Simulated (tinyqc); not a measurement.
Strain, valley repopulation and piezoresistance in a many-valley conduction band: one step, computed by the program tinyqc.

Valleys are ellipsoids with mass m_l along the axis a and m_t across it, parabolic, with one constant relaxation time; strain shifts the valleys and leaves the masses alone. Currents are taken along [100], along the load, and along [010], across the load.

Problem. Populations. Each of the 6 valleys holds n_v = N_v (2/sqrt(pi)) F_1/2((E_F - dE_v)/(k_B T)), N_v = 2 (m_d k_B T/(2 pi hbar^2))^(3/2), m_d = (m_l m_t^2)^(1/3); E_F solves sum n_v = n and is counted from the unstrained edge. F_j(eta) = int_0^infinity x^j/(1 + exp(x - eta)) dx, without a gamma-function factor. It is evaluated after integrating by parts. Integrals over x = E/(k_B T) use 160 Gauss-Legendre points in u = sqrt(x) from 0 to sqrt(max(eta, 0) + 32).

Inputs (values chosen for the exercise, modelled on silicon): longitudinal mass m_l = 0.905 m_0; transverse mass m_t = 0.192 m_0; electron density n = 3.3e+17 1/cm^3; temperature T = 250 K.

Valley axes: <100> (6 valleys in 3 pairs). Load: uniaxial [100].

shifts dE (meV): x 44.29731, y -9.38074, z -9.38074

Constants: k_B = 8.617333262e-05 eV/K; m_0 = 9.1093837015e-31 kg; k_B = 1.380649e-23 J/K; hbar = 1.054571817e-34 J s.

Give: Fermi level E_F; share of the electrons (per pair).

Solution.

Fermi level E_F = -90.74 meV

share of the electrons (per pair): x 0.0400, y 0.4800, z 0.4800
